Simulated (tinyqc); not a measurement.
## Bulk transistor, scale length and short-channel effects: a higher permittivity at fixed equivalent oxide thickness

A gate, an insulator of thickness ti and a depleted layer of depth ts on a conducting body. Below threshold the potential that source and drain add obeys Laplace's equation and vanishes on the gate and at the bottom of the depleted layer. Its lowest mode decays along the channel as exp(-k y); k is the smallest positive root of the matching condition at the interface, and the scale length is Lambda = pi/k.

k is the smallest positive root of f(k) = eps_r sin(k ti) cos(k ts) + ei cos(k ti) sin(k ts). Along the channel psi(y) = s + a exp(y/l) + b exp(-y/l) with psi(0) = Vbi, psi(L) = Vbi + Vds and l = 1/k = Lambda/pi; with A = Vbi - s, B = A + Vds, x = exp(-L/l): a = (B - A x) x/(1 - x^2), b = (A - B x)/(1 - x^2). The minimum is s + 2 sqrt(a b), at y = (l/2) ln(b/a). The long-channel potential follows the gate as s = sT + (Vg - VTL)/m, and the threshold VT is the gate voltage at which the minimum equals sT. Swing = m Vt ln 10/g at threshold, g = d(minimum)/ds = 1 - (b x + a)/((1 + x) sqrt(a b)). DIBL = [VT(0.05 V) - VT(Vds)]/(Vds - 0.05 V). sT and Vbi are held fixed; m = 1 + eps_r ti/(ei ts) in each row. The equivalent oxide thickness 3.9 ti/ei is held at 2.3 nm, so ti = 2.3 ei/3.9 nm.

Values chosen for this exercise; permittivities: semiconductor made up, insulator close to that of silicon dioxide:
```
symbol,value,unit,meaning
T,250,K,temperature
eps_r,14.5,,relative permittivity of the semiconductor
ts,16,nm,depletion depth
L,37,nm,channel length
Vbi,0.92,V,potential of the source
sT,0.5,V,potential of the barrier top at threshold
Vds,0.5,V,drain voltage
```

Constants: q = 1.602176634e-19 C, kB = 1.380649e-23 J/K, Vt = kB T/q. Results are converted to the units shown.

Results:
```
ei   ti (nm)  Lambda (nm)  L/Lambda  DIBL (mV/V)  swing (mV/decade)
3.9    2.300        22.36     1.654        108.6              90.23
5      2.949        22.46     1.648        110.0              90.40
7.5    4.423        22.77     1.625        114.8              91.00
15     8.846        24.74     1.495        147.1              95.04
20     11.79        27.15     1.363        191.8              100.6
25     14.74        30.41     1.217        261.2              109.0
35     20.64        38.52    0.9604        476.2              134.7
```

Estimate the missing row, ei = 10.

Computed row:
```
ei  ti (nm)  Lambda (nm)  L/Lambda  DIBL (mV/V)  swing (mV/decade)
10    5.897        23.23     1.592        122.0              91.91
```

With this row back in the table: As ei goes from 3.9 to 35, Lambda rises from 22.4 to 38.5 nm, DIBL rises from 109 to 476 mV/V and the swing rises from 90.2 to 135 mV a decade. The ratio ei/ti is the same in every row, yet the insulator grows from 2.30 to 20.6 nm, and drain fields reach the channel sideways through it. For ei = 15 to 35 L is under 1.5 Lambda, where higher modes, left out of the one-mode potential, count.

tinyqc, about 0.01 s, one thread, Intel Xeon 2.30GHz (shared host): `OMP_NUM_THREADS=1 python tinyqc.py 2420080 2420081 out.jsonl`
